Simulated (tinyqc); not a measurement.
## Convergence with the mesh in the empty well

In an empty well of width L and depth Vb, level k solves kw L/2 = (k - 1) pi/2 + arctan(sqrt((mw/mb)(Vb - E)/E)) with kw = sqrt(mw E/C), C = hbar^2/(2 m0). Mesh: N intervals across the well, hz = L/N, nodes at (i + 1/2) hz from an edge, mass (mw + mb)/2 on the interval that holds an interface, walls 3 L outside the edges; H_ii = C (1/m_(i-1/2) + 1/m_(i+1/2))/hz^2 + V_i, H_(i,i+1) = -C/(m_(i+1/2) hz^2). No field, no charge.

Parameters, values chosen for the exercise; material values close to those of GaAs in InGaP: mass along z in the well mw = 0.0683 m0; mass along z in the barriers mb = 0.0891 m0; barrier height Vb = 0.149 eV; well width L = 6.88 nm.

Constants: q = 1.602176634e-19 C, hbar = 1.054571817e-34 J s, m0 = 9.1093837015e-31 kg, hbar^2/(2 m0) = 0.0380998212 eV nm^2. Results are converted to the units shown.

The same in every row: exact E1 (meV) = 42.303.

Convergence with the mesh in the empty well:
```
N,E1 on the mesh (meV),error (%)
4,39.103,-7.56
8,41.454,-2.01
16,42.088,-0.509
32,42.249,-0.128
64,42.290,-0.0320
128,42.300,-8.00e-3
```

The error goes from -7.6 % to -0.0080 %; between N = 32 and 64 it shrinks by a factor of 4.0, the 4 of a second-order scheme.

tinyqc, about 0.1 s, one thread, Intel Xeon 2.30GHz (shared host): `OMP_NUM_THREADS=1 python tinyqc.py 2140009 2140010 out.jsonl`
